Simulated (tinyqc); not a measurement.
Free and trapped electrons in a MOS channel with a dense trap tail: one step of the calculation.

p-type body, charge-sheet picture, full ionisation (an idealisation for deep acceptors), Boltzmann statistics for free electrons. e = Ec - EF at the surface. Acceptor-like traps of density D(E) = D0 + De exp(-E/Ew) at depth E below Ec, from 0 to Eu, hold n_t = integral of D(E)/(1 + exp((e - E)/Vt)). psi = Eg - Vt ln(Nv/Na) - e; N_dep = sqrt(2 eps0 eps_r Na (psi - Vt)/q); n_f = sqrt(N_dep^2 + 2 eps0 eps_r Vt Nc exp(-e/Vt)/q) - N_dep; Vg = Vfb + psi + q (N_dep + n_t + n_f)/Cox, Cox = eps0 eox/tox.

Question. Trapped charge. Trapezoid rule on 15 equal steps from 0 to Eu, f = 1/(1 + exp((e - E)/Vt)).

Inputs (values chosen for the exercise); band and dielectric values close to those of silicon:
```
symbol,value,unit,meaning
T,300,K,temperature
D0,1.1e11,cm^-2 eV^-1,constant background density of acceptor-like traps
De,7.6e13,cm^-2 eV^-1,density of the tail at the conduction edge
Ew,0.13,eV,decay energy of the tail
Eu,0.7,eV,depth below Ec down to which the traps reach
e,0.075,eV,Ec - EF at the surface
```

Constants: q = 1.602176634e-19 C, kB = 1.380649e-23 J/K, Vt = kB T/q. Results are converted to the units shown.

Wanted: E; D(E) f; n_t.

Answer.

E, point 0 to 15 (eV): [0, 0.046667, 0.093333, 0.14000, 0.18667, 0.23333, 0.28000, 0.32667, 0.37333, 0.42000, 0.46667, 0.51333, 0.56000, 0.60667, 0.65333, 0.70000]
D(E) f, point 0 to 15 (cm^-2 eV^-1): [3.9652e12, 1.3323e13, 2.4918e13, 2.4053e13, 1.7952e13, 1.2709e13, 8.9256e12, 6.2686e12, 4.4113e12, 3.1141e12, 2.2080e12, 1.5752e12, 1.1333e12, 8.2467e11, 6.0912e11, 4.5858e11]
n_t = 5.7977e12 cm^-2

Program tinyqc, `OMP_NUM_THREADS=1 python tinyqc.py 2222171 2222172 out.jsonl`; Intel Xeon 2.30GHz, shared host, one thread, about 0.02 s.
